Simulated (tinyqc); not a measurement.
# Strained Delta valleys, repopulation and conductivity mass: effect of the temperature

A cubic crystal with three pairs of conduction valleys along x, y and z under uniaxial stress X along [001] (X > 0 is tension); current along [110]. Non-degenerate electrons, fixed total density, one relaxation time for all valleys and stresses, masses unchanged by strain, so the mobility goes as the mean inverse mass.

Stress s_ij = X a_i a_j with a the unit vector along [001]; strain e_ii = s11 s_ii + s12 (s_jj + s_kk), e_ij = s44 s_ij/2. Valley shift dE = Xu (n.e.n - trace(e)/3) with n the valley axis; share f proportional to exp(-dE/Vt). Inverse mass along the current d = [110]: (n.d)^2/ml + (1 - (n.d)^2)/mt; mu/mu0 = sum f (1/m) over the plain mean of 1/m. pi is the small-stress slope -d(mu/mu0)/dX; each row is against the unstrained crystal at the same T.

Parameters, values chosen for the exercise; values close to those of silicon:

| symbol | value | unit | meaning |
|---|---|---|---|
| s11 | 7.83 | 1/TPa | compliance |
| s12 | -2.1 | 1/TPa | compliance |
| s44 | 12.7 | 1/TPa | compliance |
| Xu | 8.83 | eV | shear deformation potential |
| ml | 0.944 | m0 | longitudinal mass |
| mt | 0.193 | m0 | transverse mass |
| X | 420 | MPa | uniaxial stress (tension positive) |

Constants: q = 1.602176634e-19 C, kB = 1.380649e-23 J/K, Vt = kB T/q. Results are converted to the units shown.

Results:
```
T (K),splitting/Vt,mu/mu0,pi (1e-11 1/Pa)
77,5.550,0.8206,159.0
180,2.374,0.8436,68.00
240,1.781,0.8616,51.00
300,1.425,0.8777,40.80
380,1.125,0.8952,32.21
460,0.9290,0.9088,26.61
```

Estimate the missing row, T = 120 K.

Computed row:
```
T (K),splitting/Vt,mu/mu0,pi (1e-11 1/Pa)
120,3.561,0.8271,102.0
```

With this row back in the table: The ratio mu/mu0 rises from 0.821 to 0.909, and pi goes as 1/T, from 159 to 26.6.

tinyqc, about 0.01 s, one thread, Intel Xeon 2.30GHz (shared host): `OMP_NUM_THREADS=1 python tinyqc.py 2530170 2530171 out.jsonl`
